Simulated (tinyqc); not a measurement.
Length offset and series resistance from crossing lines.

Question. R_total = Rs + k (L - dL)/Vo with constant Rs, dL and k. Find k, dL and Rs.

R_total at (L, Vo) = (45, 0.3), (135, 0.3), (45, 0.84) and (135, 0.84), L in nm and Vo in V (ohm um): [509, 1049, 387.5, 580.35714]

Answer. At each overdrive R is a straight line in L with slope k/Vo; the two lines cross at L = dL, R = Rs.

k = 1.80 ohm um V/nm
dL = 13.5 nm
Rs = 320 ohm um

Numbers from tinyqc (`OMP_NUM_THREADS=1 python tinyqc.py 2282062 2282063 out.jsonl`; about 0.03 s on one thread of a shared Intel Xeon 2.30GHz).
